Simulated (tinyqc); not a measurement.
# Threshold-voltage variability of a planar MOSFET, analytic estimates: what changes with what

Three independent sources add in quadrature: random dopants in the depleted layer, metal-gate grains of two orientations, and roughness of the two gate edges acting through the roll-off VT = VT(long) - Vr exp(-L/l). These are first-order estimates: no three-dimensional electrostatics, no percolation.

Values chosen for this exercise; material values close to those of silicon:
```
symbol,value,unit,meaning
T,300,K,temperature
Eg,1.1,eV,band gap
eps_r,11.6,,relative permittivity of the semiconductor
Nc,2.76e19,cm^-3,conduction-band density of states at T
Nv,2.68e19,cm^-3,valence-band density of states at T
Na,1.2e18,cm^-3,channel doping
ti,2.1,nm,oxide-equivalent thickness in inversion
L,32,nm,gate length
W,57,nm,gate width
G,5,nm,metal grain size
dW,0.3,eV,work-function difference of the two grain orientations
p,0.6,,share of the orientation of higher work function
De,1.7,nm,rms roughness of one gate edge
La,30,nm,correlation length of the roughness
l,6.6,nm,decay length of the threshold roll-off
Vr,2.6,V,prefactor of the roll-off
```

Constants: q = 1.602176634e-19 C, kB = 1.380649e-23 J/K, Vt = kB T/q, eps0 = 8.8541878128e-14 F/cm where lengths are in cm. Results are converted to the units shown.

Each table varies one quantity; the others keep the values above.

## Effect of the correlation length of the roughness

ni = sqrt(Nc Nv) exp(-Eg/(2 Vt)), Eg in volts; Cox = 3.9 eps0/ti; Wd = sqrt(4 eps0 eps_r Vt ln(Na/ni)/(q Na)); dopants: s1 = (q/Cox) sqrt(Na Wd/(3 L W)). Grains: Ng = L W/G^2 (at least 1), s2 = dW sqrt(p (1 - p)/Ng). Edges, with exponential correlation and u = W/La: the mean gate length has sL^2 = 2 De^2 (2/u)[1 - (1 - exp(-u))/u]; s3 = sL (Vr/l) exp(-L/l). s = sqrt(s1^2 + s2^2 + s3^2). l and Vr are held fixed.

The same in every row: s1 (mV) = 25.677; s2 (mV) = 17.206.

Effect of the correlation length of the roughness:
```
La (nm)  s3 (mV)  s (mV)  s sqrt(L W) (mV um)
2         1.9322  30.969               1.3226
5         2.9706  31.051               1.3262
10        3.9955  31.166               1.3311
20        5.0894  31.325               1.3378
40        6.0117  31.488               1.3448
80        6.6391  31.614               1.3502
160       7.0095  31.694               1.3536
```

What does the table show?

As La goes from 2 to 160 nm, s rises from 31.0 to 31.7 mV. The dopants are the largest source in the first and the last row. The edge term s3 rises from 1.93 to 7.01 mV: a longer correlation averages out less along the width.

## Effect of the gate width

Same model as above.

l and Vr are held fixed.

Effect of the gate width:
```
W (nm)  s1 (mV)  s2 (mV)  s3 (mV)  s (mV)  s sqrt(L W) (mV um)
19       44.474   29.802   6.7178  53.956               1.3304
31       34.818   23.331   6.3395  42.389               1.3351
50       27.416   18.371   5.8279  33.512               1.3405
82       21.408   14.345   5.1521  26.280               1.3462
130      17.002   11.393   4.4331  20.941               1.3507
220      13.070   8.7581   3.6039  16.140               1.3543
350      10.362   6.9437   2.9397  12.815               1.3562
570      8.1198   5.4411   2.3449  10.052               1.3575
```

As W goes from 19 to 570 nm, s falls from 54.0 to 10.1 mV. The dopants are the largest source in the first and the last row. The product s sqrt(L W) rises from 1.33 to 1.36 mV um: s1 and s2 go as 1/sqrt(L W), so the change comes from s3 alone.

## Effect of the channel doping

Same model as above.

l and Vr are held fixed.

The same in every row: s2 (mV) = 17.21; s3 (mV) = 5.662.

Effect of the channel doping:
```
Na (cm^-3)  s1 (mV)  s (mV)  s sqrt(L W) (mV um)
1.5e17        14.81   23.40               0.9993
2.6e17        17.14   24.94                1.065
4.7e17        20.05   27.02                1.154
8.2e17        23.22   29.45                1.258
1.5e18        27.23   32.71                1.397
2.6e18        31.48   36.32                1.551
4.5e18        36.36   40.63                1.735
8e18          42.30   46.01                1.965
```

Read the table: what changes, and by how much?

As Na goes from 1.5e17 to 8e18 cm^-3, s rises from 23.4 to 46.0 mV. The largest source is the grains in the first row and the dopants in the last. s1 goes on average as Na^(0.26), near the 1/4 expected from Na Wd. For Na = 1.5e17 to 8.2e17 cm^-3 the depletion depth exceeds L, so source and drain share much of the charge and s1 is rough.

Computed by the program tinyqc: `OMP_NUM_THREADS=1 python tinyqc.py 2090099 2090100 out.jsonl`, one thread of a shared Intel Xeon 2.30GHz, about 0.01 s for the whole run.
